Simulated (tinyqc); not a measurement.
Length of a molecular wire: coherent transport through a tight-binding bridge. Computed by the program tinyqc. 

A uniform bridge between two chains:
```
parameter                        value
site energy (eV)              0.360000
hopping in the bridge (eV)    0.670000
lead hopping (eV)             2.750000
couplings (eV)              0.86, 0.87
E (eV)                       -0.120000
```

T = Gamma_L Gamma_R |G_1n|^2 with the self-energies of semi-infinite chains.

Transmission against length:
```
sites           T     ln T
2      8.5483e-01  -0.1569
3      4.2815e-01  -0.8483
4      8.5240e-01  -0.1597
5      5.7615e-01  -0.5514
6      4.8501e-01  -0.7236
7      9.8582e-01  -0.0143
8      4.4534e-01  -0.8089
9      6.8372e-01  -0.3802
10     7.1661e-01  -0.3332
```

E lies inside the band of the bridge (|E - e|/2h = 0.358 < 1): T does not decay but oscillates with length, between 0.428 and 0.986 here, as levels of the bridge pass E.
